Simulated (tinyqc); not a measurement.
Worked calculation: band edges of strained Si(1-x)Ge(x) on relaxed Si(1-y)Ge(y). Values are carried at full precision from step to step, so a last printed digit may differ when a step is redone from the rounded ones.

Values are linear in the Ge fraction but for ED(x) = linear - CD x (1 - x) and a(x) = linear - Ca x (1 - x). Energies are on the common scale of Ev.

Parameters, chosen for this exercise (end members near Si and Ge, in this order; the results hold for these values, not for the real material):
```
symbol  value           unit      meaning
a       (5.433, 5.66)   angstrom  lattice constant
Dso     (0.043, 0.288)  eV        spin-orbit splitting
av      (2.49, 1.23)    eV        valence hydrostatic potential
b       (-2.08, -2.51)  eV        tetragonal shear potential
d       (-4.81, -5.33)  eV        trigonal shear potential
C11     (166.6, 129.6)  GPa
C12     (64.6, 48.6)    GPa
C44     (80.3, 66.1)    GPa
Ev      (0, 0.66)       eV        top of the unstrained valence band
ED      (1.17, 0.947)   eV        gap to the Delta valleys
EL      (1.992, 0.745)  eV        gap to the L valleys
aD      (1.59, 1.21)    eV        hydrostatic potential of the Delta gap
aL      (-3.21, -3.01)  eV        hydrostatic potential of the L gap
XuD     (9.21, 9.48)    eV        uniaxial potential, Delta
XuL     (16.34, 14.84)  eV        uniaxial potential, L
CD      0.206           eV        bowing of the Delta gap
Ca      0.024           angstrom  bowing of the lattice constant
x       0.49                      Ge fraction of the layer
y       0                         Ge fraction of the relaxed buffer
face    110                       growth face
```

## Values of the layer and the buffer

Interpolate at x and at y.

Interpolated values (a in angstrom, C11, C12, C44 in GPa, all else in eV):
```
symbol     layer    buffer
a         5.5382    5.4330
Dso       0.1631    0.0430
av        1.8726    2.4900
b        -2.2907   -2.0800
d        -5.0648   -4.8100
C11     148.4700  166.6000
C12      56.7600   64.6000
C44      73.3420   80.3000
Ev        0.3234    0.0000
ED        1.0093    1.1700
EL        1.3810    1.9920
aD        1.4038    1.5900
aL       -3.1120   -3.2100
XuD       9.3423    9.2100
XuL      15.6050   16.3400
```

## Strain of the layer on a (110) buffer

Coherent growth on a (110) face: e_par = (a(y) - a(x))/a(x), e_perp = -(C11 + 3 C12 - 2 C44)/(C11 + C12 + 2 C44) e_par; exx = eyy = (e_par + e_perp)/2, ezz = e_par, exy = (e_perp - e_par)/2, eyz = ezx = 0.

Use the elastic constants of the layer.

e_par = -0.019001
e_perp = 0.009290

strain tensor in the cubic axes:
```
           x          y          z
x  -0.004855   0.014146   0.000000
y   0.014146  -0.004855   0.000000
z   0.000000   0.000000  -0.019001
```

The layer is under compression in the plane; its volume changes by -2.871 %.

## Conduction valleys of the layer

A valley with unit axis u lies at Ev + gap + (av + a_valley) tr(e) + Xu (u.e.u - tr(e)/3); the Delta axes are x, y, z and the L axes [111], [1-1-1], [-11-1], [-1-11]. The second-order shift of the Delta valleys under shear is left out; it lowers the pair normal to the sheared plane by tens of meV at a shear of 1 %.

Give the hydrostatic shifts, the uniaxial shifts and the edges.

hydrostatic shifts of Delta and L (eV): -0.0941  0.0356

uniaxial shifts (eV): Delta x 0.0441, Delta y 0.0441, Delta z -0.0881, L [111] 0.1472, L [1-1-1] -0.1472, L [-11-1] -0.1472, L [-1-11] 0.1472

valley edges (eV): Delta x 1.2826, Delta y 1.2826, Delta z 1.1505, L [111] 1.8871, L [1-1-1] 1.5928, L [-11-1] 1.5928, L [-1-11] 1.8871

The lowest set is Delta2 (the digit counts whole valleys) at 1.1505 eV; the Delta valleys spread over 132 meV and the L valleys over 294 meV.

## Valence edges of the layer

Valence edges: Ev plus the levels of the 6 x 6 matrix of X, Y, Z times spin with -Dso/3 + l exx + m (eyy + ezz) on the diagonal (cyclic), n exy off it, l = av + 2 b, m = av - b, n = sqrt(3) d. Spin-orbit term (Dso/3) L.sigma on X, Y, Z with (L_k)_ij = -i epsilon_kij: <X+|H|Y+> = -i Dso/3, <X+|H|Z-> = Dso/3, <Y+|H|Z-> = -i Dso/3, <Z+|H|X-> = -Dso/3, <Z+|H|Y-> = i Dso/3, <X-|H|Y-> = i Dso/3, and their conjugates; + and - are the spin along z.

Give the strain block and the three twofold edges.

strain block (eV), lower triangle:
```
         X        Y       Z
X  -0.0862
Y  -0.1241  -0.0862
Z        0        0  0.0110
```

edges from the top (eV): 0.3499  0.2656  0.0304

The top two edges are split by 84 meV.

## Gap and offsets against the buffer

Buffer: Ev(y) and Ec = Ev(y) + min(ED, EL). dEc = Ec(buffer) - Ec(layer), dEv = Ev(layer) - Ev(buffer); positive values confine the carrier in the layer; type I if both have one sign.

gap of the strained layer = 0.8006 eV
gap of the buffer = 1.1700 eV
dEc = 0.0195 eV
dEv = 0.3499 eV

Type I: electrons collect in the layer (20 meV) and holes in the layer (350 meV). The relaxed layer would have a gap of 1.009 eV, so strain has moved it by -209 meV. An offset this small is within the spread of published parameter sets, so the type is not settled by this model.

## Checks

- Mean of the three Delta edges against the hydrostatic shift alone (eV): both 1.23858.

tinyqc: `OMP_NUM_THREADS=1 python tinyqc.py 1051538 1051539 out.jsonl`; about 0.01 s, one thread, shared Intel(R) Xeon(R) Processor @ 2.30GHz.
